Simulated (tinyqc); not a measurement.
Gated graphene, quantum capacitance: two steps of the calculation.

phi is the Fermi level above the Dirac point, in volts; Vg is counted from the gate voltage of charge neutrality. Ideal linear bands, no charge puddles.

Values chosen for this exercise; values close to those of graphene:

| symbol | value | unit | meaning |
|---|---|---|---|
| T | 300 | K | temperature |
| vF | 1.08e6 | m/s | Fermi velocity |
| Dit | 0 | cm^-2 eV^-1 | density of traps |
| Vg | 1.19 | V | gate voltage |

Constants: q = 1.602176634e-19 C, kB = 1.380649e-23 J/K, hbar = 1.054571817e-34 J s, Vt = kB T/q. Results are converted to the units shown.

Question 1. New phi. N0 = (2/pi)(kB T/(hbar vF))^2; n = N0 F1(phi/Vt), p = N0 F1(-phi/Vt), F1(e) = int_0^infinity u du/(1 + exp(u - e)) = -Li2(-exp(e)); Cq = q d(n - p)/dphi = (q N0/Vt) ln[2 (1 + cosh(phi/Vt))]. Newton: f = phi + q (n - p + Dit phi)/Cox - Vg, phi(new) = phi - f/(1 + (Cq + q Dit)/Cox).

phi after iteration 2 = 0.36805884 V
Cox = 0.93327926 uF/cm^2

Find: n; p; Cq; f; phi after iteration 3.

Answer 1.

n = 8.6716e12 cm^-2
p = 55230 cm^-2
Cq = 7.4290 uF/cm^2
f = 0.66672 V
phi after iteration 3 = 0.29365 V

Question 2. Charge and capacitances at the solution. 1/C_G = 1/Cox + 1/(Cq + q Dit); dphi/dVg = Cox/(Cox + Cq + q Dit).

converged phi = 0.28540329 V
Cox = 0.93327926 uF/cm^2

Give: n - p; Cq; C_G; dphi/dVg.

Answer 2.

n - p = 5.269e12 cm^-2
Cq = 5.761 uF/cm^2
C_G = 0.8032 uF/cm^2
dphi/dVg = 0.1394

Cq is 6.17 times Cox, so C_G is 86.1 % of Cox; 24.0 % of the gate voltage has gone into phi.

tinyqc, about 0.01 s, one thread, Intel Xeon 2.30GHz (shared host): `OMP_NUM_THREADS=1 python tinyqc.py 2200007 2200008 out.jsonl`
